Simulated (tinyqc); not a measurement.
Configuration-coordinate model of a defect: Huang-Rhys factor and luminescence line shape: one step, computed by the program tinyqc.

Ground state E_g(Q) = (1/2) omega_g^2 Q^2; excited state E_e(Q) = E_0 + (1/2) omega_e^2 (Q - dQ)^2 with omega_e = omega_g and E_0 = E_ZPL. Q is mass-weighted; the dipole does not depend on Q (Condon approximation).

Question. Emission lines at zero temperature. From the lowest excited level the line to ground level n lies at E_ZPL - n hbar omega_g with Franck-Condon weight exp(-S) S^n/n!; the emitted intensity carries a further factor E^3. S = S_g; up to eleven lines, of positive energy only, from n = max(0, integer part of S - 5).

Inputs (values chosen for the exercise, for a model defect): zero-phonon energy E_ZPL = 1.35 eV; ground-state phonon hbar omega_g = 22.2 meV.

Modes: equal frequencies in both states.

S_g = 14.66445

Give: Lines.

Answer.

Lines:
```
n   energy (eV)  weight  intensity / largest
9        1.1502  0.0370                0.472
10       1.1280  0.0542                0.653
11       1.1058  0.0723                0.820
12       1.0836  0.0883                0.943
13       1.0614  0.0997                1.000
14       1.0392  0.1044                0.983
15       1.0170  0.1020                0.901
16       0.9948  0.0935                0.773
17       0.9726  0.0807                0.623
18       0.9504  0.0657                0.474
19       0.9282  0.0507                0.340
```

The weight peaks at n = 14 and the intensity at n = 13.
